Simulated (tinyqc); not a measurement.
# Effect of the position of a charge sheet

One sheet of -1.6e11 cm^-2 lies at the depth x from the gate; it shifts Vfb by -(q/eps0) Q s, with s = x/e2 in layer 2 and t2/e2 + (x - t2)/e1 in layer 1, and it induces the share s/(t1/e1 + t2/e2) of its image in the semiconductor.

Parameters, values chosen for the exercise: thickness of layer 1, next to the semiconductor t1 = 1.5 nm; relative permittivity of layer 1 e1 = 7.57; thickness of layer 2, next to the gate t2 = 1.6 nm; relative permittivity of layer 2 e2 = 21.8.

Constants: q = 1.602176634e-19 C, eps0 = 8.8541878128e-14 F/cm where lengths are in cm. Results are converted to the units shown.

Results:
```
x (nm)  shift (mV)  image in the semiconductor (%)
0                0                               0
0.39        0.5180                           6.588
1.16         1.541                           19.60
1.55         2.059                           26.18
1.94         3.425                           43.57
2.33         4.917                           62.54
2.71         6.370                           81.03
3.1          7.862                           100.0
```

Estimate the missing row, x = 0.78 nm.

Computed row:
```
x (nm)  shift (mV)  image in the semiconductor (%)
0.78         1.036                           13.18
```

With this row back in the table: The shift grows from 0 at the gate to 7.86 mV at the semiconductor, by 1.33 mV/nm in layer 2 and 3.82 mV/nm in layer 1, the ratio of the permittivities. A sheet between the layers has 27.0 % of its full effect.

Computed by the program tinyqc: `OMP_NUM_THREADS=1 python tinyqc.py 2010011 2010012 out.jsonl`, one thread of a shared Intel Xeon 2.30GHz, about 0.01 s for the whole run.
